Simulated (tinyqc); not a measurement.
Worked calculation: Pariser-Parr-Pople SCF with singles CI, for the molecule C=C1C=CC=C1O (SMILES; centres numbered as the heavy atoms are written). Computed by tinyqc, a small Python program that keeps every step. Settings: charge = 0, gamma = MN, start = huckel, damping = 0.3, iteration cap = 58, excitations kept = 6. Command: `OMP_NUM_THREADS=1 python tinyqc.py 31883 31884 out.jsonl` (the two numbers bound the seeds that draw the settings). One thread of a shared host (Intel(R) Xeon(R) Processor @ 2.60GHz), about 0.01 s of CPU time with the checks. Later iterations appear only in the table of the cycle.

## PPP integrals

Centres (angstrom, eV; a flat drawing with bonds scaled to 1.40 angstrom):
```
centre        x        y  core charge z        W  gamma_rr
1C      -1.4970  -1.5230              1  11.1600   11.1300
2C      -0.3650  -0.7000              1  11.1600   11.1300
3C       0.9670  -1.1330              1  11.1600   11.1300
4C       1.7900   0.0000              1  11.1600   11.1300
5C       0.9670   1.1330              1  11.1600   11.1300
6C      -0.3650   0.7000              1  11.1600   11.1300
7O      -1.4970   1.5230              2  33.0000   21.5000
```

Resonance integrals (eV):
```
i  j     beta
1  2  -2.4500
2  3  -2.4500
3  4  -2.4500
4  5  -2.4500
5  6  -2.4500
6  7  -2.3000
6  2  -2.4500
```

Mataga-Nishimoto: gamma = 14.399645/(R + a), a = 2 x 14.399645/(gamma_rr + gamma_ss); H_rr = -W_r - sum_(s != r) z_s gamma_rs; H_rs = beta for bonds.

repulsion gamma_rs (eV), order 1C, 2C, 3C, 4C, 5C, 6C, 7O:
```
[[11.1300, 5.3464, 3.8009, 2.9289, 2.9287, 3.8010, 3.6653],
 [5.3464, 11.1300, 5.3443, 4.0453, 4.0453, 5.3455, 4.2637],
 [3.8009, 5.3443, 11.1300, 5.3448, 4.0451, 4.0453, 3.1960],
 [2.9289, 4.0453, 5.3448, 11.1300, 5.3448, 4.0453, 3.1962],
 [2.9287, 4.0453, 4.0451, 5.3448, 11.1300, 5.3443, 4.2637],
 [3.8010, 5.3455, 4.0453, 4.0453, 5.3443, 11.1300, 6.3097],
 [3.6653, 4.2637, 3.1960, 3.1962, 4.2637, 6.3097, 21.5000]]
```

core matrix H (eV), order 1C, 2C, 3C, 4C, 5C, 6C, 7O:
```
[[-37.2966, -2.4500, 0.0000, 0.0000, 0.0000, 0.0000, 0.0000],
 [-2.4500, -43.8143, -2.4500, 0.0000, 0.0000, -2.4500, 0.0000],
 [0.0000, -2.4500, -40.1324, -2.4500, 0.0000, 0.0000, 0.0000],
 [0.0000, 0.0000, -2.4500, -39.2614, -2.4500, 0.0000, 0.0000],
 [0.0000, 0.0000, 0.0000, -2.4500, -41.3956, -2.4500, 0.0000],
 [0.0000, -2.4500, 0.0000, 0.0000, -2.4500, -46.3607, -2.3000],
 [0.0000, 0.0000, 0.0000, 0.0000, 0.0000, -2.3000, -57.8946]]
```

## Starting guess

pi electrons, sum of z_r less the charge = 8

Orbitals of the Hueckel matrix of the beta values.

P at the start, order 1C, 2C, 3C, 4C, 5C, 6C, 7O:
```
[[1.1164, 0.7561, -0.1834, -0.2490, 0.1215, 0.0959, -0.5433],
 [0.7561, 1.0289, 0.5070, -0.0619, -0.1532, 0.3675, 0.0900],
 [-0.1834, 0.5070, 1.3164, 0.6654, -0.3417, -0.1660, 0.1488],
 [-0.2490, -0.0619, 0.6654, 1.0366, 0.6525, -0.0624, -0.2459],
 [0.1215, -0.1532, -0.3417, 0.6525, 1.3158, 0.5258, -0.2074],
 [0.0959, 0.3675, -0.1660, -0.0624, 0.5258, 1.0304, 0.7395],
 [-0.5433, 0.0900, 0.1488, -0.2459, -0.2074, 0.7395, 1.1555]]
```

## Iteration 1: Fock matrix

F_rr = H_rr + P_rr gamma_rr / 2 + sum_(s != r) P_ss gamma_rs; F_rs = H_rs - P_rs gamma_rs / 2; E = tr P (H + F) / 2 + core repulsion sum_(r<s) z_r z_s gamma_rs.

F (eV), order 1C, 2C, 3C, 4C, 5C, 6C, 7O:
```
[[-5.5379, -4.4711, 0.3485, 0.3647, -0.1779, -0.1822, 0.9958],
 [-4.4711, -5.1336, -3.8049, 0.1251, 0.3098, -3.4322, -0.1919],
 [0.3485, -3.8049, -4.3403, -4.2281, 0.6911, 0.3358, -0.2378],
 [0.3647, 0.1251, -4.2281, -4.1306, -4.1937, 0.1263, 0.3929],
 [-0.1779, 0.3098, 0.6911, -4.1937, -5.3424, -3.8551, 0.4422],
 [-0.1822, -3.4322, 0.3358, 0.1263, -3.8551, -7.0417, -4.6330],
 [0.9958, -0.1919, -0.2378, 0.3929, 0.4422, -4.6330, -17.3622]]
```

pi energy = -116.1671 eV

## Iteration 1: orbitals and new P

Diagonalise F (the basis is taken as orthonormal) and form P = 2 sum c c over the lowest orbitals; 0.3 of the old P is kept.

orbital energies (eV): [-19.3851, -12.5548, -9.6801, -7.9180, -3.6929, 1.6006, 2.7416]

P after iteration 1, order 1C, 2C, 3C, 4C, 5C, 6C, 7O:
```
[[0.8933, 0.7886, -0.0402, -0.3185, -0.0870, 0.2503, -0.3374],
 [0.7886, 1.0261, 0.4869, -0.0223, -0.1476, 0.3375, 0.0212],
 [-0.0402, 0.4869, 1.1925, 0.7343, -0.2160, -0.2952, 0.1404],
 [-0.3185, -0.0223, 0.7343, 1.0028, 0.5727, -0.0362, -0.1201],
 [-0.0870, -0.1476, -0.2160, 0.5727, 1.1871, 0.6810, -0.2267],
 [0.2503, 0.3375, -0.2952, -0.0362, 0.6810, 1.0453, 0.4533],
 [-0.3374, 0.0212, 0.1404, -0.1201, -0.2267, 0.4533, 1.6529]]
```

## Iteration 2: Fock matrix

As before.

F (eV), order 1C, 2C, 3C, 4C, 5C, 6C, 7O:
```
[[-5.8615, -4.5580, 0.0764, 0.4664, 0.1274, -0.4756, 0.6183],
 [-4.5580, -5.4611, -3.7511, 0.0451, 0.2985, -3.3522, -0.0452],
 [0.0764, -3.7511, -4.9442, -4.4124, 0.4368, 0.5971, -0.2244],
 [0.4664, 0.0451, -4.4124, -4.6837, -3.9806, 0.0733, 0.1919],
 [0.1274, 0.2985, 0.4368, -3.9806, -5.2049, -4.2699, 0.4834],
 [-0.4756, -3.3522, 0.5971, 0.0733, -4.2699, -6.0090, -3.7302],
 [0.6183, -0.0452, -0.2244, 0.1919, 0.4834, -3.7302, -13.8031]]
```

pi energy = -119.7194 eV

## Iteration 2: orbitals and new P

As before.

orbital energies (eV): [-15.7410, -12.6608, -10.0481, -8.2746, -3.1359, 1.7399, 2.1531]

P after iteration 2, order 1C, 2C, 3C, 4C, 5C, 6C, 7O:
```
[[0.8619, 0.8195, 0.0157, -0.3396, -0.1561, 0.2719, -0.2527],
 [0.8195, 1.0070, 0.4579, -0.0082, -0.1179, 0.3193, 0.0007],
 [0.0157, 0.4579, 1.1563, 0.7681, -0.1782, -0.3347, 0.1356],
 [-0.3396, -0.0082, 0.7681, 0.9919, 0.5301, -0.0219, -0.0780],
 [-0.1561, -0.1179, -0.1782, 0.5301, 1.1466, 0.7428, -0.2364],
 [0.2719, 0.3193, -0.3347, -0.0219, 0.7428, 1.0280, 0.3661],
 [-0.2527, 0.0007, 0.1356, -0.0780, -0.2364, 0.3661, 1.8084]]
```

## Iteration 3: Fock matrix

As before.

F (eV), order 1C, 2C, 3C, 4C, 5C, 6C, 7O:
```
[[-5.9227, -4.6407, -0.0299, 0.4974, 0.2287, -0.5167, 0.4631],
 [-4.6407, -5.5665, -3.6735, 0.0167, 0.2385, -3.3033, -0.0015],
 [-0.0299, -3.6735, -5.1625, -4.5028, 0.3605, 0.6769, -0.2167],
 [0.4974, 0.0167, -4.5028, -4.8968, -3.8665, 0.0444, 0.1246],
 [0.2287, 0.2385, 0.3605, -3.8665, -5.2341, -4.4348, 0.5040],
 [-0.5167, -3.3033, 0.6769, 0.0444, -4.4348, -5.7531, -3.4550],
 [0.4631, -0.0015, -0.2167, 0.1246, 0.5040, -3.4550, -12.7609]]
```

pi energy = -120.7367 eV

## Iteration 3: orbitals and new P

As before.

orbital energies (eV): [-14.8543, -12.5774, -10.1854, -8.4203, -2.9540, 1.7308, 1.9640]

P after iteration 3, order 1C, 2C, 3C, 4C, 5C, 6C, 7O:
```
[[0.8619, 0.8386, 0.0439, -0.3430, -0.1848, 0.2610, -0.2116],
 [0.8386, 0.9963, 0.4340, -0.0056, -0.0941, 0.3128, -0.0097],
 [0.0439, 0.4340, 1.1413, 0.7879, -0.1635, -0.3459, 0.1325],
 [-0.3430, -0.0056, 0.7879, 0.9908, 0.5049, -0.0183, -0.0597],
 [-0.1848, -0.0941, -0.1635, 0.5049, 1.1321, 0.7695, -0.2419],
 [0.2610, 0.3128, -0.3459, -0.0183, 0.7695, 1.0178, 0.3365],
 [-0.2116, -0.0097, 0.1325, -0.0597, -0.2419, 0.3365, 1.8599]]
```

## Convergence

Stop when output and input P, before any damping, agree to 1e-7.

Course of the cycle:
```
iteration       E (eV)  largest |P(out) - P(in)|
1          -116.167114                  7.11e-01
2          -119.719423                  2.22e-01
3          -120.736723                  7.35e-02
4          -121.061869                  3.22e-02
5          -121.171826                  1.94e-02
6          -121.211023                  1.49e-02
7          -121.225871                  1.10e-02
8          -121.231882                  7.94e-03
9          -121.234479                  5.71e-03
10         -121.235665                  4.09e-03
11         -121.236230                  2.93e-03
...                ...                       ...
33         -121.236793                  2.12e-06
34         -121.236793                  1.53e-06
35         -121.236793                  1.10e-06
36         -121.236793                  7.97e-07
37         -121.236793                  5.75e-07
38         -121.236793                  4.15e-07
39         -121.236793                  2.99e-07
40         -121.236793                  2.16e-07
41         -121.236793                  1.56e-07
42         -121.236793                  1.12e-07
43         -121.236793                  8.11e-08
```

Converged in 43 iterations.

## Converged orbitals

Charges are z - P_rr.

orbital energies (eV): [-14.4723, -12.4388, -10.2618, -8.5669, -2.8164, 1.6464, 1.8728]

coefficients, order 1C, 2C, 3C, 4C, 5C, 6C, 7O:
```
[[0.1873, -0.3219, 0.5394, -0.0748, 0.6776, -0.0356, -0.3230],
 [0.3643, -0.4320, 0.4179, -0.0109, -0.3403, 0.0596, 0.6218],
 [0.2063, -0.4077, -0.1401, 0.5720, -0.3002, -0.4176, -0.4241],
 [0.1922, -0.3270, -0.5206, 0.2937, 0.3379, 0.6036, 0.1423],
 [0.2770, -0.1757, -0.4852, -0.4608, 0.2536, -0.5732, 0.2274],
 [0.5100, 0.0050, -0.0633, -0.4971, -0.3591, 0.3444, -0.4911],
 [0.6448, 0.6370, 0.0657, 0.3484, 0.1658, -0.0958, 0.1266]]
```

pi charges: [0.1295, 0.0119, -0.1111, -0.0024, -0.1108, -0.0225, 0.1054]

## Singles CI, singlets

Over the 6 single excitations with the smallest orbital gaps: A = (e_a - e_i) delta + 2 (ia|jb) - (ij|ab), with (pq|rs) = sum c_mp c_mq gamma_mn c_nr c_ns. f = 2/3 w |mu|^2 in atomic units, mu = sqrt2 sum c_ia sum_m c_mi c_ma R_m.

singlet CI matrix (eV), order 4>5, 3>5, 2>5, 4>6, 4>7, 1>5:
```
[[2.2006, -0.1148, 0.1712, -0.0140, 0.5206, 0.0296],
 [-0.1148, 5.0488, -0.1266, -0.6551, 0.1254, 0.0592],
 [0.1712, -0.1266, 6.1300, -0.3116, -0.0500, -0.1169],
 [-0.0140, -0.6551, -0.3116, 6.9038, 0.0003, 0.3887],
 [0.5206, 0.1254, -0.0500, 0.0003, 6.8606, -0.0193],
 [0.0296, 0.0592, -0.1169, 0.3887, -0.0193, 7.9897]]
```

singlet excitation energies (eV): [2.1298, 4.7959, 6.1047, 6.9225, 7.0366, 8.1439]

oscillator strengths: [0.0378, 0.5438, 0.2662, 0.3967, 0.8999, 0.0812]

## Singles CI, triplets

Over the 6 single excitations with the smallest orbital gaps: A = (e_a - e_i) delta - (ij|ab), with (pq|rs) = sum c_mp c_mq gamma_mn c_nr c_ns.

triplet CI matrix (eV), order 4>5, 3>5, 2>5, 4>6, 4>7, 1>5:
```
[[1.0005, 0.1667, 0.0273, 0.0741, -0.8622, 0.1375],
 [0.1667, 1.9752, 0.6855, 0.5607, -0.1701, -0.4554],
 [0.0273, 0.6855, 4.5527, 0.6766, 0.0801, 0.3752],
 [0.0741, 0.5607, 0.6766, 4.3839, 0.1343, -0.4274],
 [-0.8622, -0.1701, 0.0801, 0.1343, 5.0059, 0.0980],
 [0.1375, -0.4554, 0.3752, -0.4274, 0.0980, 6.7234]]
```

triplet excitation energies (eV): [0.7995, 1.7046, 3.6851, 5.1651, 5.4080, 6.8795]
